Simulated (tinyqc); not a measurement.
Worked calculation: Hubbard ring of 4 sites. One step of it, computed by the program tinyqc.

Task: Mean-field iteration 1. H(up) = T + U n(down), H(down) = T + U n(up); fill the lowest levels; n(new) = n + mixing (n(out) - n); E = tr T (rho up + rho down) + U sum n_up n_down of the output.

one-body matrix (hopping and site energies) (eV), order 1, 2, 3, 4:
```
[[0.000000, -1.410000, 0.000000, -1.410000],
 [-1.410000, 0.000000, -1.410000, 0.000000],
 [0.000000, -1.410000, 0.000000, -1.410000],
 [-1.410000, 0.000000, -1.410000, 0.000000]]
```

U = 5.000000 eV

electrons, up and down: [2, 2]

mixing = 1

n(up) at the start (a guess, not normalised): [0.800000, 0.200000, 0.800000, 0.200000]

n(down) at the start (a guess): [0.200000, 0.800000, 0.200000, 0.800000]

Give: levels, up; levels, down; energy; n(up) after iteration 1; n(down) after iteration 1.

Result:

levels, up (eV): [-0.694, 1.000, 4.000, 5.694]

levels, down (eV): [-0.694, 1.000, 4.000, 5.694]

energy = -2.679 eV

n(up) after iteration 1: [0.867, 0.133, 0.867, 0.133]

n(down) after iteration 1: [0.133, 0.867, 0.133, 0.867]
